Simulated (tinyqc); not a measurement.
Collinear exchange A + BC -> AB + C on a London-Eyring-Polanyi-Sato surface: saddle, string of images and rate. Changing the D(AB). Computed by tinyqc, a small Python program. Command: `OMP_NUM_THREADS=1 python tinyqc.py 3113565 3113566 out.jsonl leps sweep`. One thread of a shared host (Intel(R) Xeon(R) Processor @ 2.30GHz), about 0.3 s of CPU time with the checks.

x = r(AB), y = r(BC), r(AC) = x + y. V is counted from separated atoms, the barrier from A + BC, that is V + D(BC).

Inputs (values chosen for the exercise, bond data loosely for abstraction of hydrogen from a Ge-H bond by a hydrogen atom; the barrier is not fitted):
```
quantity,value,unit
r0(AB),0.742,angstrom
beta(AB),1.94,1/angstrom
D(BC),3.68,eV
r0(BC),1.53,angstrom
beta(BC),1.45,1/angstrom
D(AC),3.66,eV
r0(AC),1.53,angstrom
beta(AC),1.45,1/angstrom
Sato parameter S,0.1,-
mass of A,1.008,u
mass of B,1.008,u
mass of C,72.6,u
step of the string,0.015,angstrom^2/eV
```

Constants: nu for 1 eV/(angstrom^2 u) = 15.6333042 THz.

Method:
- For each pair, with u = exp(-beta (r - r0)): Q = D [(3 + S) u^2 - (2 + 6 S) u]/(4 (1 + S)), J = D [(1 + 3 S) u^2 - (6 + 2 S) u]/(4 (1 + S)); V = Q1 + Q2 + Q3 - sqrt(((J1 - J2)^2 + (J2 - J3)^2 + (J3 - J1)^2)/2).
- String of 9 images between the fixed ends (r0(AB) + 2, r0(BC)) and (r0(AB), r0(BC) + 2), started on the two straight legs through (r0(AB) + 0.3, r0(BC) + 0.3): each iteration moves the inner images by -step x gradient (central differences) and spaces them evenly again along the broken line (coordinates are kept between 0.2 and 8 angstrom); stop when no coordinate changes by more than 1e-5 angstrom, at most 400 iterations.
- From the highest inner image, z -> z - H^-1 g with gradient g and Hessian H by central differences, steps capped at 0.15 angstrom, 12 steps.
- Wilson matrix G = [[1/m_A + 1/m_B, -1/m_B], [-1/m_B, 1/m_B + 1/m_C]]; eigenvalues lambda of G H give nu = 15.6333042 THz x sqrt(|lambda|), the negative one being imaginary. Reactant: nu_BC from k = 2 D beta^2 and 1/m_B + 1/m_C. Skew angle: cos = sqrt(m_A m_C/((m_A + m_B)(m_B + m_C))).

One run for each value:
```
D(AB) (eV),barrier (eV),imaginary frequency (THz),real frequency at the saddle (THz)
3.08,0.9688,43.47,35.29
3.33,0.8241,52.47,31.62
3.58,0.6989,58.60,29.72
3.83,0.5926,61.58,28.90
4.08,0.5040,61.78,28.79
4.33,0.4310,59.86,29.17
4.58,0.3711,56.50,29.95
```

Over the rows, barrier (eV) falls from 0.969 to 0.371 (exponent d ln y / d ln x -2.1 between the first rows and -2.7 between the last); imaginary frequency (THz) goes from 43.5 through a maximum among these rows, 61.8 at 4.08, to 56.5; real frequency at the saddle (THz) goes from 35.3 through a minimum among these rows, 28.8 at 4.08, to 29.9. The barrier changes by -0.58 eV per eV of D(AB) between the first rows and -0.24 between the last; an Evans-Polanyi line would have one slope.

Extremes, crossings and ranges named in words are read from the listed rows.
